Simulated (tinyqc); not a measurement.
# MOSFET in saturation, small-signal circuit and noise, step by step

tinyqc, about 0.01 s, one thread, Intel Xeon 2.30GHz (shared host): `OMP_NUM_THREADS=1 python tinyqc.py 2150152 2150153 out.jsonl` Printed values are rounded.

Bias by the inversion coefficient IC = I/Ispec (charge-based model with velocity saturation; weak inversion below 0.1, strong above 10). Common-source circuit: gm, gds, Cgs, Cgd and Cj at the inner nodes, Rg in series with the gate; quasi-static, no source or drain resistance, no gate-body capacitance, no substrate network, no induced gate noise, so fmax is an upper estimate.

Inputs (values chosen for the exercise): temperature T = 250 K; gate length L = 65 nm; total gate width W = 80 um; gate capacitance Cox = 0.94 uF/cm^2; mobility mu = 160 cm^2/(V s); slope factor n = 1.44; velocity-saturation length Ls = 10 nm; ratio gds/gm sg = 0.091; overlap and fringe capacitance per side Cov = 0.41 fF/um; drain junction capacitance Cj = 0.67 fF/um; sheet resistance of the gate Rsh = 15 ohm; finger width Wf = 4 um; gate contact and vertical resistance Rc = 50 ohm um; inversion coefficient IC = 0.23; short-channel excess of the noise factor gw = 0.1; oxide trap density Nt = 5.3e17 cm^-3 eV^-1; tunnelling length into the oxide lt = 0.1 nm; Coulomb scattering coefficient ac = 10000 V s/C; signal frequency f = 0.7 GHz.

Constants: q = 1.602176634e-19 C, kB = 1.380649e-23 J/K, Vt = kB T/q. Results are converted to the units shown.

Range of the model: fmax exceeds 4 fT, where channel resistance and substrate losses, left out here, would cap it.

## Current, transconductance and gain

Ispec = 2 n mu Cox (W/L) Vt^2, lc = Ls/L, gms = [sqrt((lc IC + 1)^2 + 4 IC) - 1]/[2 + lc (lc IC + 1)], gm = gms Ispec/(n Vt), gds = sg gm.

Ispec = 247.425 uA
I = 56.9076 uA
gms = 0.190521
gm = 1.51953 mS
gds = 0.138277 mS
gm/I = 26.7017 1/V

gm/I is 82.8 % of its weak-inversion limit 1/(n Vt); without velocity saturation (lc = 0) gms would be 0.193.

## Capacitances, gate resistance and cut-off frequencies

qs = [sqrt(1 + 4 IC) - 1]/2, Cgs = Cox W L qs (2 qs + 3)/(3 (qs + 1)^2) + Cov W, Cgd = Cov W, Cd = Cj W, Rg = Rsh (Wf/L)/(12 Nf) + Rc/W with Nf = W/Wf fingers (not rounded) contacted at both ends. fT = gm/(2 pi (Cgs + Cgd)), fmax = fT/(2 sqrt(Rg (gds + 2 pi fT Cgd))).

Cgs = 40.2757 fF
Cgd = 32.8 fF
Cd = 53.6 fF
Rg = 4.47115 ohm
fT = 3.30946 GHz
fmax = 27.3228 GHz

Overlap and fringe make up 89.8 % of the gate capacitance; fmax is 8.26 times fT.

## Admittance matrix

Inner admittances at w = 2 pi f: y11 = i w (Cgs + Cgd), y12 = -i w Cgd, y21 = gm - i w Cgd, y22 = gds + i w (Cgd + Cd). Invert to Z, add Rg to Z11 and invert back to Y.

inner y (mS):

|  | 1 | 2 |
|---|---|---|
| 1 | 0.00000+0.32140i | 0.00000-0.14426i |
| 2 | 1.51953-0.14426i | 0.13828+0.38001i |

Y with Rg (mS):

|  | 1 | 2 |
|---|---|---|
| 1 | 0.00046+0.32140i | -0.00021-0.14426i |
| 2 | 1.51932-0.14645i | 0.13837+0.38099i |

## Current gain and unilateral power gain

|h21| = |Y21/Y11|; U = |Y21 - Y12|^2/(4 [Re Y11 Re Y22 - Re Y12 Re Y21]). Extrapolated at 20 dB a decade: f |h21| and f sqrt(U).

|h21| = 4.74906
U = 1523.55
f |h21| = 3.32434 GHz
f sqrt(U) = 27.3228 GHz

f |h21| is 0.45 % above the formula for fT, and f sqrt(U) within 0.01 % of that for fmax.

## Noise at the gate

Channel noise Sid = 4 kB T gam n gm with gam = (1/2 + (2/3) qs)/(1 + qs) + gw lc IC, qs = [sqrt(1 + 4 IC) - 1]/2, lc = Ls/L (the last term an empirical rise with velocity saturation); at the gate, white noise Sw = Sid/gm^2 + 4 kB T Rg. Number fluctuation with correlated mobility: S(f) = K/f, K = q^2 Vt lt Nt/(W L Cox^2) (1 + ac mu Cox I/gm)^2, Vt in eV with Nt per eV. Corner fc = K/Sw. Full shot noise would be 2 q I.

gam = 0.530480
Sid = 1.60260e-23 A^2/Hz
Sid/(2 q I) = 0.878848
sqrt(Sw) = 2.64622 nV/Hz^0.5
K = 7.11781e-11 V^2
fc = 10.1647 MHz

The gate resistance gives 0.88 % of the white noise power.
